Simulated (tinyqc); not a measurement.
Comparisons within one model: band offset from the macroscopic average of a supercell potential. A value that a table varies takes the place of the one given here.

A model of the planar-averaged electrostatic energy of an electron in a periodic cell of N1 periods of A (L1 = N1 n1 h) and N2 periods of B (L2 = N2 n2 h), on z_j = j h: V(z) = f VA + (1 - f) VB + F t(z), VA = V1[0] + V1[1] cos(2 pi z/(n1 h)) + V1[2] cos(4 pi z/(n1 h)), VB the same with V2, n2 and z - L1. f = [tanh(z/w) - tanh((z - L1)/w) + tanh((z - L1 - L2)/w)]/2 + 1/2; t(z) = z - L1/2 in A and (L1/L2)(L1 + L2/2 - z) beyond, so that the cell is periodic.

Running mean over n points, periodic: for odd n the plain mean of the n points centred on j; for even n the n + 1 points with half weight at both ends. The macroscopic average applies the mean over n1 points and then over n2 points.

dEv = Ev(A) - Ev(B) = Ev1 - (dV + Ev2); dEc = Ec(B) - Ec(A) = Eg2 - Eg1 - dEv. The correction of a gap, c = Eg[1] - Eg[0], lowers the valence top by fv c and leaves dV, a ground-state quantity, as it is. Type I: dEv and dEc of one sign; II: opposite signs; III: no overlap of the gaps.

Inputs chosen for the exercise (gaps near those of Si and GaP; the results hold for these values, not for the real material): h = 0.35 angstrom (grid step); n1 = 6 (grid points per period of A); n2 = 6 (grid points per period of B); V1 = (-7.06, 3.89, 0.95) eV (mean and two harmonics of the potential in A); V2 = (-7.27, 4.37, -0.78) eV (the same in B); w = 0.5 angstrom (width of the interfaces); N1 = 4 (periods of A); N2 = 4 (periods of B); F = 0 eV/angstrom (slope in A from opposite charges on the two interfaces); Ev1 = 7.35 eV (valence top of bulk A above its mean potential); Eg1 = (0.57, 1.18) eV (gap of A: semi-local value, corrected value); Ev2 = 6.52 eV (valence top of bulk B above its mean potential); Eg2 = (1.63, 2.44) eV (gap of B: semi-local value, corrected value).

## How thick the regions must be

N1 = N2 = N, no slope (F = 0); dV is read at j = floor(N n1/2) and N n1 + floor(N n2/2). The exact value is V2[0] - V1[0].

Results:
```
N  L1 (angstrom)  dV (eV)  error (meV)
1           2.10  -0.1754        34.65
2           4.20  -0.2037         6.28
3           6.30  -0.2093         0.73
4           8.40  -0.2100         0.00
5          10.50  -0.2100         0.00
6          12.60  -0.2100         0.00
```

What does this show, and why?

The error is below 10 meV from N = 2 on. The two windows together span 4.20 angstrom and must fit between the interface tails, which fall as exp(-2 z/w); the errors at N = 2, 3 and 4 are 6.28, 0.73 and 0.00 meV.

## The choice of windows

dV read at j = 12 and 36 after means over the numbers of points listed; ripple is the spread over the five points around each.

Results:
```
windows  dV (eV)  ripple in A (meV)  ripple in B (meV)
none      -1.460               7260               5385
6 only    -0.210                  0                  0
7 only    -0.526                630               1104
7, 7      -0.235                148                110
6, 6      -0.210                  0                  0
```

Which rows can be used, and how does a wrong window show?

The last row matches both periods and lies 0 meV from the value of a thick cell, V2[0] - V1[0] = -0.210 eV. Against it the raw potential errs by -1.25 eV. Within 20 meV of it lie: 6 only. A window one point too long leaves a ripple of 630 meV in A, against 0 meV in the last row: the ripple is the sign to look for. Rows to use, with under 30 meV of ripple in both regions once the tilt is taken off: 6 only and 6, 6. A row with a large ripple can hit the right value only by chance.

## Where the gap correction goes

dV = B - A = -0.2100 eV

fv1 and fv2 are varied.

Offsets (eV):
```
fv1  fv2    dEv     dEc
0.0  0.0  1.040   0.220
0.5  0.5  1.140   0.120
1.0  1.0  1.240   0.020
0.0  1.0  1.850  -0.590
1.0  0.0  0.430   0.830
0.3  0.7  1.424  -0.164
```

How do the results move?

dEv + dEc = 1.260 eV in every row, but dEv alone spans 1.42 eV, the sum of the two corrections. A scissor on the conduction bands alone (first row) keeps the semi-local dEv; with equal shares fv the shift is fv times the difference of the corrections, +0.20 eV, against their sum of 1.42 eV: most of the error cancels if the shares are alike.

tinyqc: `OMP_NUM_THREADS=1 python tinyqc.py 1880508 1880509 out.jsonl`; about 0.01 s, one thread, shared Intel(R) Xeon(R) Processor @ 2.30GHz.
